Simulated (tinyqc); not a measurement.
Inversion-layer mobility, back-scattering and ballistic limit of a field-effect transistor: one step, computed by the program tinyqc. Command: `OMP_NUM_THREADS=1 python tinyqc.py 3009430 3009431 out.jsonl mos walk`. One thread of a shared host (Intel(R) Xeon(R) Processor @ 2.30GHz), about 0.01 s of CPU time with the checks.

The charge at the top of the source barrier is fixed by the gate; series resistance and short-channel effects are left out. F_j are Fermi integrals normalised to exp(eta) in the classical limit.

Task: Ballistic limit. F_j(eta) = (1/Gamma(j + 1)) int_0^infinity x^j/(1 + exp(x - eta)) dx, F_0 = ln(1 + exp(eta)). Integrals over x = E/(k_B T) use 160 Gauss-Legendre points in u = sqrt(x) from 0 to sqrt(max(eta, 0) + 32). Ballistic channel: N_2D = g_v m k_B T/(pi hbar^2), U = e V_D/(k_B T); eta_F solves N_inv = (N_2D/2)[F_0(eta_F) + F_0(eta_F - U)]; v_T = sqrt(2 k_B T/(pi m)); I/W = e (N_2D/2) v_T [F_1/2(eta_F) - F_1/2(eta_F - U)]; injection velocity v_T F_1/2(eta_F)/F_0(eta_F).

Inputs (values chosen for the exercise, modelled on a 4H-SiC n-channel): transport mass m = 0.3 m_0; valley degeneracy g_v = 3; drain voltage V_D = 0.05 V; temperature T = 200 K.

Statistics at the top of the barrier: Fermi-Dirac.

inversion density N_inv = 3.671952e+12 1/cm^2

Constants: m_0 = 9.1093837015e-31 kg; k_B = 1.380649e-23 J/K; hbar = 1.054571817e-34 J s; k_B = 8.617333262e-05 eV/K; e = 1.602176634e-19 C.

Give: N_2D; eta_F; thermal velocity v_T; injection velocity; ballistic current I/W.

Result:

N_2D = 6.480e+12 1/cm^2

eta_F = 0.6006

thermal velocity v_T = 0.8020 1e7 cm/s

injection velocity = 0.9279 1e7 cm/s

ballistic current I/W = 459.6 microampere/micrometre

Degeneracy raises the injection velocity by a factor 1.16.
